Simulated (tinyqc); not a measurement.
Implant damage, amorphisation by cascade overlap, and solid-phase epitaxial regrowth: one step, computed by the program tinyqc. Command: `OMP_NUM_THREADS=1 python tinyqc.py 3111385 3111386 out.jsonl sper walk`. One thread of a shared host (Intel(R) Xeon(R) Processor @ 2.30GHz), about 0.01 s of CPU time with the checks.

Range and width of the damage are inputs. Dynamic annealing enters only through the surviving share f.

Problem. The amorphous layer. Displaced share x(z) = f nu Q exp(-(z - R_d)^2/(2 s_d^2))/(sqrt(2 pi) s_d N); the layer is amorphous where x > x_c, between R_d -/+ s_d sqrt(2 ln(x_max/x_c)), the upper edge being cut at the surface. Threshold dose Q_c = Q x_c/x_max.

Inputs (values chosen for the exercise, modelled on silicon ions in silicon):
```
quantity                         value    unit
atomic density N                  49.9  1/nm^3
depth of the damage peak R_d        11      nm
width of the damage profile s_d      6      nm
share of defects that survive f   0.96       -
critical displaced share x_c      0.16       -
dose Q                           5e+14  1/cm^2
```

displacements per ion nu = 206.2814

Give: peak displaced share x_max; threshold dose Q_c; upper edge; lower edge.

Solution.

peak displaced share x_max = 1.3193

threshold dose Q_c = 6.0636e+13 1/cm^2

upper edge = 0 nm

lower edge = 23.325 nm

The layer reaches the surface. Caution: x above 1 counts atoms displaced more than once.
